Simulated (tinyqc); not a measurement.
## Electron density from the centroid

Problem. In the Fang-Howard model the centroid is 3/b with b^3 = 6 (mz1/C) q (Nd + 11 Ns/32)/(eps0 eps_r), C = hbar^2/(2 m0), the field in eV/nm. Find b and Ns.

Inputs (values chosen for the exercise); masses and permittivity close to those of silicon (100): relative permittivity eps_r = 11.6; mass along z of valley set A (2 valley(s)) mz1 = 0.913 m0; sheet density of depletion charge Nd = 1.8e12 cm^-2.

Constants: q = 1.602176634e-19 C, hbar = 1.054571817e-34 J s, m0 = 9.1093837015e-31 kg, eps0 = 8.8541878128e-14 F/cm where lengths are in cm, hbar^2/(2 m0) = 0.0380998212 eV nm^2. Results are converted to the units shown.

centroid = 1.4876761 nm

Solution. b = 3/centroid gives Nd + 11 Ns/32, from which the depletion charge is taken off.

b = 2.017 1/nm
Ns = 5.400e12 cm^-2

Program tinyqc, `OMP_NUM_THREADS=1 python tinyqc.py 2160123 2160124 out.jsonl`; Intel Xeon 2.30GHz, shared host, one thread, about 1 s.
